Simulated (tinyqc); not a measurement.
Worked calculation: nucleation and growth of vacancy voids in a cooling silicon-like crystal. Computed by tinyqc, a small Python program that keeps every step. Command: `OMP_NUM_THREADS=1 python tinyqc.py 3029637 3029638 out.jsonl voids walk`. One thread of a shared host (Intel(R) Xeon(R) Processor @ 2.30GHz), about 0.9 s of CPU time with the checks. Intermediate numbers are printed to about 5 digits and carried at full precision; extremes and crossings named in words are read from the listed rows.

Spherical voids; vacancies are lost only to voids.

Inputs (values chosen for the exercise, close to those used for silicon):
```
quantity                                    value    unit
vacancy density at the melting point C_m  5.1e+14  1/cm^3
formation energy E_f                         3.76      eV
melting point T_m                            1685       K
diffusion prefactor D0                    0.00061  cm^2/s
migration energy E_m                          0.5      eV
site density rho                            5e+22  1/cm^3
void surface energy gamma                   0.844   J/m^2
cooling rate q                                 10   K/min
vacancy excess C0                         5.9e+13  1/cm^3
temperature of the worked step T             1405       K
temperature step                            0.125       K
```

Vacancy supply: given.

Constants: k_B = 8.617333262e-05 eV/K; k_B = 1.380649e-23 J/K; e = 1.602176634e-19 C.

## Vacancy excess

C = C0 as given.

initial excess C = 5.90e+13 1/cm^3

## Nucleation rate at T with the initial excess

C_e = C_m exp[-(E_f/k_B)(1/T - 1/T_m)]; D = D0 exp(-E_m/(k_B T)); f = k_B T ln(C/C_e); r* = 2 gamma/(rho f); W* = 16 pi gamma^3/(3 rho^2 f^2); Z = f/sqrt(12 pi W* k_B T); I = rho Z (4 pi r* D C) exp(-W*/(k_B T)).

C_e = 2.9266e+12 1/cm^3

D = 9.8133e-06 cm^2/s

driving force f = 0.36367 eV

critical radius r* = 0.57941 nm

W*/(k_B T) = 61.185

rate I = 0.0035278 1/(cm^3 s)

Cooling by 10 K multiplies I by 1100: nucleation switches on within a narrow range of temperature.

## Cooling through the nucleation range

March down from 1500 K in steps dT, dt = dT/q, with values at the upper end of each step: a class of I dt voids is born with r*; then all classes grow by r^2 += 2 D (C - C_e) dt/rho; C falls by the vacancies added to voids. Stop at 1150 K. T_n is the T of the largest I, N the final count (classes under 1e-6 /cm^3 are dropped), and the mean radius the number average.

Rows around the peak of I:
```
T (K)     C (1/cm^3)  C_e (1/cm^3)  I (1/(cm^3 s))  voids (1/cm^3)  mean radius (nm)
1396.875  5.9000e+13    2.4430e+12      1.1897e+00      1.0042e+01             4.033
1386.875  5.9000e+13    1.9503e+12      5.0907e+02      5.1646e+03             4.319
1376.875  5.8964e+13    1.5519e+12      8.1104e+04      9.8480e+05             4.614
1371.875  5.8612e+13    1.3826e+12      6.6317e+05      9.4021e+06             4.836
1368.875  5.7601e+13    1.2895e+12      1.5837e+06      2.8896e+07             5.151
1366.875  5.6046e+13    1.2308e+12      1.9482e+06      5.0577e+07             5.571
1364.875  5.3465e+13    1.1745e+12      1.5277e+06      7.2364e+07             6.254
1362.875  4.9904e+13    1.1207e+12      7.2426e+05      8.6126e+07             7.193
1360.875  4.5710e+13    1.0692e+12      2.1584e+05      9.1538e+07             8.242
1357.875  3.9055e+13    9.9608e+11      1.6923e+04      9.3110e+07             9.661
1354.875  3.2679e+13    9.2767e+11      6.1677e+02      9.3210e+07            10.742
```

temperature of peak nucleation T_n = 1366.875 K

void density N = 9.3213e+07 1/cm^3

mean radius = 14.326 nm

vacancies left at 1150 K = 8.6014e+09 1/cm^3

I rises as supersaturation builds and collapses once the first voids have drawn C down by 5 % at the peak. Nearly all the excess then goes into these voids: [3 C/(4 pi rho N)]^(1/3) = 14.5 nm.

## Cooling rate

The formulas are those given above.

At fixed C:
```
q (K/min)   T_n (K)  N (1/cm^3)  mean radius (nm)
1.0        1379.375  3.1088e+06            44.594
2.5        1374.625  1.2039e+07            28.377
5.0        1370.875  3.3513e+07            20.160
10.0       1366.875  9.3213e+07            14.326
20.0       1362.625  2.5890e+08            10.184
40.0       1358.000  7.1730e+08             7.246
100.0      1351.500  2.7399e+09             4.631
```

Over the rows N goes as q^1.47 and the radius as q^-0.49, near the 3/2 and -1/2 of the scaling argument (depletion time 1/(4 pi N r D) equal to the time in the nucleation range, at fixed N r^3). T_n drops only 28 K for a factor 100 in q. Fast cooling gives many small voids, which an anneal can dissolve.

## Vacancy excess varied

The formulas are those given above.

At fixed q:
```
C (1/cm^3)   T_n (K)  N (1/cm^3)  mean radius (nm)
2.40e+13    1317.000  1.9002e+08             8.360
3.50e+13    1337.625  1.4100e+08            10.478
5.90e+13    1366.875  9.3213e+07            14.326
9.40e+13    1393.875  6.4421e+07            18.937
1.50e+14    1421.750  4.4469e+07            25.055
```

More vacancies nucleate earlier (T_n rises by 105 K) and give fewer, larger voids: N goes as C^-0.79 and the radius as C^0.60, steeper than the -1/2 and +1/2 of the scaling argument at fixed D, because D rises with T_n.

Checks made by the program: Z against the curvature of W(n) (relative difference below 1e-10); N against a run with half the step (relative difference 1e-03).
